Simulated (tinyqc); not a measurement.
Worked calculation: tight binding, honeycomb lattice. One step of it, computed by the program tinyqc.

Problem. Levels at k. Diagonalise the Hermitian matrix.

H(k) at k (eV):
```
                     A                    B
A            -0.549596  -3.088352+5.357042i
B  -3.088352-5.357042i             0.548674
```

Give: eigenvalues; weights |c|^2 of the basis functions.

Solution.

eigenvalues (eV): -6.208  6.207

weights |c|^2 of the basis functions:
```
   band 1  band 2
A   0.544   0.456
B   0.456   0.544
```
